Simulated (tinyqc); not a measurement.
What grading buys: minority-electron transport through the base of a bipolar transistor (Moll-Ross and Kroemer integrals). Computed by tinyqc, a small Python program. Command: `OMP_NUM_THREADS=1 python tinyqc.py 3014296 3014297 out.jsonl base walk`. One thread of a shared host (Intel(R) Xeon(R) Processor @ 2.30GHz), about 0.01 s of CPU time with the checks.

Low injection, one dimension, x from the emitter edge (0) to the collector edge (W), s = x/W. Recombination is treated as a small correction (valid for tau_B well below tau_n), computed from the stored charge.

Inputs (values chosen for the exercise, modelled on SiGe):
```
quantity                               value        unit
base doping at the emitter edge N_0  3.8e+18      1/cm^3
base width W                             460          nm
mu_min                                   150  cm^2/(V s)
mu_max                                  1150  cm^2/(V s)
N_ref                                1.8e+17      1/cm^3
saturation velocity v_s                 0.96    1e7 cm/s
temperature T                            300           K
```

Base doping profile: uniform. Gap grading: linear. Exit of the base: infinite sink.

Constants: k_B = 8.617333262e-05 eV/K.

Method. N(x) = N_0; n_i(x)^2 = n_i^2 exp(s dE_g/k_B T); D(x) = (k_B T/e) mu, mu = mu_min + (mu_max - mu_min)/(1 + (N/N_ref)^0.7). With y(x) = N n_i^2/(D n_i(x)^2): base Gummel number G_B = int_0^W y dx; J_C = e n_i^2 exp(e V_BE/k_B T)/G_B; n(x) = (J_C/e)(n_i(x)^2/(N n_i^2)) [int_x^W y dx]; transit time tau_B = (e/J_C) int n dx; trapezoid rule on 401 even points.

The same base with other gradings:
```
dE_g (meV)  dE_g/k_B T  G_B (s/cm^4)  J_C gain  tau_B (ps)  speed gain
0                0.000    2.6438e+13     1.000      160.02      1.0000
25               0.967    1.6944e+13     1.560      118.84      1.3465
50               1.934    1.1693e+13     2.261       92.28      1.7340
75               2.901    8.6121e+12     3.070       74.38      2.1514
100              3.868    6.6919e+12     3.951       61.79      2.5895
150              5.802    4.5428e+12     5.820       45.68      3.5030
200              7.736    3.4160e+12     7.739       36.02      4.4420
300             11.605    2.2784e+12    11.604       25.20      6.3490
```

At 100 meV J_C rises by a factor 3.95 and the transit is 2.59 times faster; at 300 meV the factors are 11.60 and 6.35. For a uniform base without exit term both tend to be linear in dE_g/k_B T, J_C as x/(1 - exp(-x)) and the speed as x/2.
